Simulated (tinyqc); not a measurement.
Carrier statistics of a doped semiconductor with parabolic bands: one step. Effective densities of states. Five cases, with inputs chosen for the exercise.

Problem. m_de = Mv^(2/3) (ml mt^2)^(1/3); m_dh = (mhh^(3/2) + mlh^(3/2))^(2/3); N = 2 (m kB T/(4 pi c))^(3/2) with c = hbar^2/2m0, in 1/angstrom^3; times 1e24 for 1/cm^3.

Constants: hbar^2/2m0 = 3.80998211 eV angstrom^2.

Give: m_de; m_dh; Nc; Nv.

Case 1.

Values chosen (near those of Ge; the results hold for these values, not for the real material):
- ml = 1.58 m0 (longitudinal electron mass)
- mt = 0.0838 m0 (transverse electron mass)
- Mv = 4 (equivalent valleys)
- mhh = 0.326 m0 (heavy-hole mass)
- mlh = 0.0418 m0 (light-hole mass)

kT = 0.01723467 eV

Solution.

m_de = 0.5620 m0
m_dh = 0.3359 m0
Nc = 5.7553e+18 1/cm^3
Nv = 2.6592e+18 1/cm^3

The light holes supply 4.4 % of Nv, and Nc/Nv = 2.16.

Case 2.

Values chosen (near those of Ge; the results hold for these values, not for the real material):
- ml = 1.59 m0 (longitudinal electron mass)
- mt = 0.0838 m0 (transverse electron mass)
- Mv = 4 (equivalent valleys)
- mhh = 0.327 m0 (heavy-hole mass)
- mlh = 0.0425 m0 (light-hole mass)

kT = 0.01292600 eV

Solution.

m_de = 0.5632 m0
m_dh = 0.3371 m0
Nc = 3.7500e+18 1/cm^3
Nv = 1.7367e+18 1/cm^3

The light holes supply 4.5 % of Nv, and Nc/Nv = 2.16.

Case 3.

Values chosen (near those of InSb; the results hold for these values, not for the real material):
- ml = 0.0133 m0 (longitudinal electron mass)
- mt = 0.0133 m0 (transverse electron mass)
- Mv = 1 (equivalent valleys)
- mhh = 0.431 m0 (heavy-hole mass)
- mlh = 0.0148 m0 (light-hole mass)

kT = 0.02585200 eV

Solution.

m_de = 0.0133 m0
m_dh = 0.4328 m0
Nc = 3.8490e+16 1/cm^3
Nv = 7.1457e+18 1/cm^3

The light holes supply 0.6 % of Nv, and Nc/Nv = 0.00539.

Case 4.

Values chosen (near those of InSb; the results hold for these values, not for the real material):
- ml = 0.0135 m0 (longitudinal electron mass)
- mt = 0.0135 m0 (transverse electron mass)
- Mv = 1 (equivalent valleys)
- mhh = 0.427 m0 (heavy-hole mass)
- mlh = 0.0151 m0 (light-hole mass)

kT = 0.02585200 eV

Solution.

m_de = 0.0135 m0
m_dh = 0.4289 m0
Nc = 3.9362e+16 1/cm^3
Nv = 7.0484e+18 1/cm^3

The light holes supply 0.7 % of Nv, and Nc/Nv = 0.00558.

Case 5.

Values chosen (near those of AlAs; the results hold for these values, not for the real material):
- ml = 0.97 m0 (longitudinal electron mass)
- mt = 0.209 m0 (transverse electron mass)
- Mv = 3 (equivalent valleys)
- mhh = 0.771 m0 (heavy-hole mass)
- mlh = 0.154 m0 (light-hole mass)

kT = 0.02154333 eV

Solution.

m_de = 0.7252 m0
m_dh = 0.8162 m0
Nc = 1.1788e+19 1/cm^3
Nv = 1.4077e+19 1/cm^3

The light holes supply 8.2 % of Nv, and Nc/Nv = 0.837.

Computed by tinyqc, one run a case: `OMP_NUM_THREADS=1 python tinyqc.py N N+1 out.jsonl` with N = 1650274, 1650503, 1650659, 1650662, 1650675; one thread of a shared Intel(R) Xeon(R) Processor @ 2.30GHz, about 0.01 s a run at most.
